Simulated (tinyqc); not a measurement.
# Read current of a NAND string, cells in series solved by shooting: two studies

Cells in series, numbered from 0 at the source line (0 V) to the bit line, each followed by a gap resistance Rg. A cell with gate Vg, threshold VT, source Vs and drain Vd passes I = 2 nf K Vt^2 [F(Vs) - F(Vd)]/(1 + th max(Vg - VT, 0)), F(V) = ln^2(1 + exp((Vg - VT - nf V)/(2 nf Vt))). The selected cell has Vg = Vr, the others Vg = Vp.

Values chosen for this exercise; values of the order met in vertical NAND strings:
```
symbol,value,unit,meaning
T,300,K,temperature
K,3,uA/V^2,gain factor of a cell
nf,2,,slope factor
th,0.13,1/V,mobility reduction factor
Rg,4.8,kohm,resistance of the gap between cells
Vbl,0.5,V,bit-line voltage
Vp,8,V,pass voltage
Ve,-2.5,V,threshold of an erased cell
Vh,3.6,V,threshold of the highest state
Vx,0.9,V,threshold of the selected cell
Is,10,nA,sensing current
Vr,2.77,V,read voltage on the selected word line
```

Constants: q = 1.602176634e-19 C, kB = 1.380649e-23 J/K, Vt = kB T/q. Results are converted to the units shown.

Each table varies one quantity; the others keep the values above.

## Read current against the number of cells

For a trial current I start at 0 V and, cell by cell, solve for the drain: sqrt(F(Vd)) = sqrt(F(Vs) - I/k), k = 2 nf K Vt^2/(1 + th max(Vg - VT, 0)), Vd = [Vg - VT - 2 nf Vt ln(exp(sqrt F) - 1)]/nf, then add I Rg. The string current is the I for which the last node reaches Vbl. The apparent threshold is the Vr at which I = Is. Background: all other cells erased (VT = Ve) or all in the highest state (VT = Vh); ratio and shift are high over erased and high minus erased. The selected cell is in the middle, cell n/2.

Read current against the number of cells:
```
n	I, others erased (uA)	I, others high (uA)	ratio	apparent VT, erased (V)	apparent VT, high (V)	background shift (mV)
8	0.5561	0.3893	0.7000	0.9818	0.9853	3.569
16	0.3196	0.2088	0.6534	0.9882	0.9954	7.157
32	0.1724	0.1082	0.6279	1.001	1.016	14.39
64	0.08968	0.05511	0.6146	1.027	1.056	29.07
96	0.06060	0.03697	0.6100	1.053	1.097	44.06
128	0.04576	0.02781	0.6078	1.079	1.139	59.36
192	0.03071	0.01860	0.6055	1.131	1.222	90.99
```

What does the table show?

With erased neighbours the current falls from 0.556 to 0.0307 uA, as n^(-0.80) between the first two rows and n^(-0.98) between the last two (-1 once the series resistance rules). The ratio falls from 0.700 to 0.605 and the background shift rises from 3.57 to 91.0 mV.

## Effect of the position of the selected cell

Same model as above.

The string has 128 cells, numbered from the source.

Effect of the position of the selected cell:
```
j	I, others erased (uA)	I, others high (uA)	ratio	apparent VT, erased (V)	apparent VT, high (V)	background shift (mV)
0	0.04604	0.02789	0.6057	0.9753	0.9753	0.001848
18	0.04598	0.02787	0.6061	1.004	1.021	16.21
36	0.04590	0.02785	0.6067	1.034	1.066	32.79
54	0.04581	0.02783	0.6074	1.063	1.113	49.76
73	0.04570	0.02779	0.6082	1.094	1.162	68.11
91	0.04556	0.02776	0.6092	1.123	1.209	85.93
109	0.04539	0.02771	0.6104	1.153	1.257	104.2
127	0.04517	0.02764	0.6119	1.182	1.305	122.9
```

From the source end to the bit-line end the apparent VT with high neighbours rises from 0.9753 to 1.305 V and the background shift rises from 0.00185 to 123 mV. Cells and gaps on the source side raise the source of the selected cell, which costs nf times that voltage in gate drive; those on the drain side only lower its drain voltage.

Numbers from tinyqc (`OMP_NUM_THREADS=1 python tinyqc.py 2142137 2142138 out.jsonl`; about 0.9 s on one thread of a shared Intel Xeon 2.30GHz).
